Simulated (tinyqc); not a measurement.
Yield per ion against the flux ratio: ion-assisted plasma etching: sheath, surface coverage, synergy and aspect-ratio dependence. Computed by tinyqc, a small Python program. Command: `OMP_NUM_THREADS=1 python tinyqc.py 3023588 3023589 out.jsonl etch walk`. One thread of a shared host (Intel(R) Xeon(R) Processor @ 2.30GHz), about 0.07 s of CPU time with the checks.

Radicals adsorb on bare sites; ions remove covered sites with a high yield and bare sites by sputtering; a slow spontaneous reaction acts everywhere, walls included.

Inputs (values chosen for the exercise, close to those used for silicon dioxide in a fluorocarbon plasma): plasma density n_e = 9.1e+10 1/cm^3; electron temperature T_e = 2.5 eV; ion mass M_i = 40 u; sheath voltage V = 370 V; radical density n = 1.9e+13 1/cm^3; radical mass M_n = 19 u; gas temperature T_g = 500 K; sticking coefficient s = 0.67; radicals per removed unit x = 4; yield slope b = 0.18 eV^(-1/2); threshold E_th = 7.5 eV; sputter slope b_p = 0.017 eV^(-1/2); sputter threshold E_p = 27 eV; spontaneous reaction probability k_c = 5.2e-06; solid density N = 2.2e+22 1/cm^3; ion temperature T_i = 0.21 eV.

Feature: long trench.

Constants: e = 1.602176634e-19 C; u = 1.6605390666e-27 kg; k_B = 1.380649e-23 J/K; eps_0 = 8.8541878128e-12 F/m.

Method:
- Bohm speed u_B = sqrt(e T_e/M_i); ion flux G_i = 0.61 n_e u_B; radical flux G_n = n c/4 with c = sqrt(8 k_B T_g/(pi M_n)).
- Debye length lambda_D = sqrt(eps_0 T_e/(e n_s)) with n_s = 0.61 n_e, T_e in volts; Child-law sheath d = (sqrt2/3) lambda_D (2 V/T_e)^(3/4); ion energy E = V + T_e/2; angular spread = arctan(sqrt(T_i/E)).
- Yields: Y = b (sqrt(E) - sqrt(E_th)) on covered sites, Y_p = b_p (sqrt(E) - sqrt(E_p)) on bare ones (zero below threshold).
- Steady coverage: s G_n (1 - theta) = x Y G_i theta; removal flux = Y G_i theta + Y_p G_i (1 - theta) + k_c G_n; rate = flux/N, 1 cm/s = 6e8 nm/min.
- The ion flux is fixed and the radical flux set by the ratio; the removal per ion is the removal flux over G_i.

yield Y = 2.97526

sputter yield Y_p = 0.239219

ion flux G_i = 1.36314e+16 1/(cm^2 s)

Open field:
```
G_n/G_i    theta  rate (nm/min)  removal per ion
0.3      0.01661          105.8           0.2847
1        0.05330          143.1           0.3850
3        0.14449          235.9           0.6346
10       0.36019          455.3           1.2248
30       0.62810          727.9           1.9579
100      0.84916          952.9           2.5631
300      0.94410         1049.8           2.8239
1000     0.98255         1090.3           2.9327
3000     0.99411         1105.9           2.9748
```

What follows from these numbers?

Coverage reaches one half at G_n/G_i = x Y/s = 17.8. Below that the ion-assisted part follows the radical flux, on top of the sputter floor Y_p = 0.239; above it the ion-assisted part saturates at Y = 2.98 per ion.
